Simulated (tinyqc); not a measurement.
Quasi-harmonic thermal expansion with mode Grueneisen parameters: one step, computed by the program tinyqc.

A crystal with two atoms a cell; per atom there are 1 transverse acoustic (TA), 1/2 longitudinal acoustic (LA) and 3/2 optical (O) modes. Every frequency of group i scales as nu_i (V/V0)^(-gamma_i). Each group has one frequency. Static energy: E = (9 V0 B0/16) [y^3 B' + y^2 (2 - 4 y)], y = (V0/V)^(2/3) - 1, with pressure P_s = (3 B0/2) (z^7 - z^5) [1 + (3/4)(B' - 4)(z^2 - 1)], z = (V0/V)^(1/3).

Question. Zero-point expansion. Phonon pressure P_ph = sum_i gamma_i U_i/V. At T = 0, U_i is the zero-point energy (h nu/2 a mode); solve P_s + P_ph = 0.

Inputs (values chosen for the exercise, modelled on cadmium telluride):
```
quantity                       value             unit
static volume V0                  34  angstrom^3/atom
static bulk modulus B0          42.1              GPa
static B'                       4.94                -
frequency nu_TA                 1.15              THz
frequency nu_LA                 3.44              THz
frequency nu_O                  4.38              THz
Grueneisen parameter gamma_TA   -1.5                -
Grueneisen parameter gamma_LA    1.2                -
Grueneisen parameter gamma_O     1.6                -
```

Acoustic groups: Einstein.

Constants: h x 1 THz = 4.135667696 meV; k_B = 8.617333262e-05 eV/K; 1 eV/angstrom^3 = 160.2176634 GPa.

Give: volume at T = 0; zero-point volume change.

Answer.

volume at T = 0 = 34.09 angstrom^3/atom

zero-point volume change = 0.2511 %
